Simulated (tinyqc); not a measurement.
Comparisons within one model: two-band k.p model of the Delta valleys near the X point under shear strain. A value that a table varies takes the place of the one given here.

Valley pair on the [001] axis, kz counted from the X point, c = hbar^2/2m0, k0 = kx0 2 pi/a. H = (c kz^2/ml + c (kx^2 + ky^2)/mt + c k0^2/ml) 1 + (2 c k0 kz/ml) sigma_z + (D exy - 2 c kx ky/Mp) sigma_x, so E = c kz^2/ml + c (kx^2 + ky^2)/mt + c k0^2/ml -/+ sqrt((2 c k0 kz/ml)^2 + (D exy - 2 c kx ky/Mp)^2). Without strain the lower band has its minima, E = 0, at kz = +/- k0. Shifts from diagonal strain are left out.

For |eta| < 1: k_min = k0 sqrt(1 - eta^2), E_min = -Delta eta^2/2, ml(eta) = ml/(1 - eta^2), 1/m[110] = 1/mt + eta/Mp, 1/m[1-10] = 1/mt - eta/Mp. For |eta| > 1 the minimum sits at X: E_min = -Delta (2 |eta| - 1)/2, ml(eta) = ml/(1 - 1/|eta|), and eta is replaced by its sign in the transverse masses. Here Delta = 2 c k0^2/ml and eta = D exy/Delta.

s11 = (C11 + C12)/((C11 - C12)(C11 + 2 C12)), s12 = -C12/((C11 - C12)(C11 + 2 C12)), s44 = 1/C44; exx = s11 sxx + s12 (syy + szz) and cyclic, exy = s44 sxy/2; tension is positive. A uniaxial stress X along the unit vector n is s_ij = X n_i n_j.

Constants: hbar^2/2m0 = 3.80998211 eV angstrom^2; kB = 8.617333262e-05 eV/K.

Inputs chosen for the exercise (near those of Si; the results hold for these values, not for the real material): a = 5.446 angstrom (lattice constant); ml = 0.891 m0 (longitudinal mass); mt = 0.202 m0 (transverse mass); kx0 = 0.146 2 pi/a (distance of the minimum from X); D = 12.6 eV (shear deformation potential); Mp = 0.227 m0 (coupling mass); C11 = 167 GPa; C12 = 63.2 GPa; C44 = 80.2 GPa; Xu = 9.06 eV (uniaxial potential); T = 300 K (temperature); exy = -0.011 (shear strain).

## Sweep of the shear strain

Delta = 2 c k0^2/ml, eta = D exy/Delta.

The minimum:

| exy | eta | k_min/k0 | E_min (meV) | ml(eta) | m[110] | m[1-10] | density-of-states mass |
|---|---|---|---|---|---|---|---|
| 0.0000 | 0.000 | 1.000 | 0.0 | 0.891 | 0.2020 | 0.2020 | 0.331 |
| 0.0019 | 0.099 | 0.995 | -1.2 | 0.900 | 0.1857 | 0.2214 | 0.333 |
| 0.0048 | 0.249 | 0.968 | -7.5 | 0.950 | 0.1653 | 0.2596 | 0.344 |
| 0.0096 | 0.498 | 0.867 | -30.1 | 1.186 | 0.1399 | 0.3630 | 0.392 |
| 0.0144 | 0.748 | 0.664 | -67.8 | 2.021 | 0.1213 | 0.6037 | 0.529 |
| 0.0173 | 0.898 | 0.439 | -97.9 | 4.616 | 0.1123 | 1.0069 | 0.805 |
| 0.0231 | 1.199 | 0.000 | -169.7 | 5.357 | 0.1069 | 1.8342 | 1.016 |
| 0.0308 | 1.599 | 0.000 | -266.8 | 2.378 | 0.1069 | 1.8342 | 0.775 |

What can be read from the table?

The valleys reach X at eta = 1, that is exy = 0.0193. The shift is quadratic up to eta = 1 (-7.5 meV at eta = 0.25, -30.1 meV at 0.50) and linear beyond, while 1/m[110] rises linearly, taking m[110] from 0.202 to its floor 0.1069, a gain of 89 % in 1/m. ml(eta) diverges at eta = 1; the largest value listed is 5.36. A deformation-potential model with fixed masses misses all of this.

## Tension along [110]: repopulation and mass change

The z valleys move against the x and y valleys by Xu (ezz - exx) and, through the shear, by E_min. Share of the z valleys n = w/(w + 2 exp(dE/kT)), dE the total relative shift, w = sqrt(ml(eta) m[110] m[1-10]/(ml mt^2)). Along [110]: 1/m_c = n/m[110] + (1 - n)(1/ml + 1/mt)/2. Fixed masses means E_min = 0, w = 1, m[110] = mt. Gains are against 3/(1/ml + 2/mt) at a fixed scattering time.

Results:

| X (GPa) | Xu (ezz - exx) (meV) | E_min (meV) | m[110] | m_c fixed masses | m_c with shear | gain fixed (%) | gain with shear (%) |
|---|---|---|---|---|---|---|---|
| 0.00 | 0.0 | 0.0 | 0.2020 | 0.2722 | 0.2722 | 0.0 | 0.0 |
| 0.25 | -10.9 | -0.2 | 0.1950 | 0.2588 | 0.2534 | 5.2 | 7.4 |
| 0.50 | -21.8 | -0.8 | 0.1884 | 0.2460 | 0.2338 | 10.6 | 16.4 |
| 1.00 | -43.6 | -3.2 | 0.1766 | 0.2255 | 0.1989 | 20.7 | 36.8 |
| 1.50 | -65.5 | -7.2 | 0.1661 | 0.2133 | 0.1750 | 27.6 | 55.5 |
| 2.00 | -87.3 | -12.7 | 0.1568 | 0.2071 | 0.1599 | 31.4 | 70.2 |
| 3.00 | -130.9 | -28.6 | 0.1411 | 0.2030 | 0.1413 | 34.1 | 92.6 |

What does this show, and why?

At 1 GPa repopulation alone gives 20.7 % and the shear terms raise it to 36.8 %. From 2 to 3 GPa the fixed-mass gain grows by 2.7 points, towards its ceiling of 34.7 % when all electrons sit in the z valleys, whereas the gain with shear grows by 22.4 points because m[110] keeps falling.

## What each parameter does

Delta = 2 c k0^2/ml, eta = D exy/Delta. Each row changes one parameter from the base and keeps the others.

Results:

| case | eta | E_min (meV) | ml(eta) (m0) | m[110] (m0) | m[1-10] (m0) |
|---|---|---|---|---|---|
| base | -0.5712 | -39.58 | 1.3225 | 0.4108 | 0.1339 |
| ml = 0.82863 m0 | -0.5312 | -36.81 | 1.1544 | 0.3831 | 0.1372 |
| mt = 0.18786 m0 | -0.5712 | -39.58 | 1.3225 | 0.3563 | 0.1276 |
| kx0 = 0.15622 2 pi/a | -0.4989 | -34.57 | 1.1863 | 0.3633 | 0.1399 |
| D = 11.718 eV | -0.5312 | -34.24 | 1.2413 | 0.3831 | 0.1372 |
| Mp = 0.21111 m0 | -0.5712 | -39.58 | 1.3225 | 0.4455 | 0.1306 |
| exy = -0.01023 | -0.5312 | -34.24 | 1.2413 | 0.3831 | 0.1372 |

What does this show?

The largest shifts from the base row, up to three for each result and ties (the steps differ in size, so this ranks the rows, not the parameters). eta: kx0 +0.0723, D +0.0400, exy +0.0400, ml +0.0400; unchanged at the printed digits by mt and Mp. E_min (meV): D +5.35, exy +5.35, kx0 +5.01; unchanged at the printed digits by mt and Mp. ml(eta) (m0): ml -0.1681, kx0 -0.1362, D -0.0812, exy -0.0812; unchanged at the printed digits by mt and Mp. m[110] (m0): mt -0.0545, kx0 -0.0475, Mp +0.0347. m[1-10] (m0): mt -0.0064, kx0 +0.0060, Mp -0.0033.

(tinyqc, `OMP_NUM_THREADS=1 python tinyqc.py 1081513 1081514 out.jsonl`, Intel(R) Xeon(R) Processor @ 2.30GHz, 1 thread, shared host, about 0.01 s.)
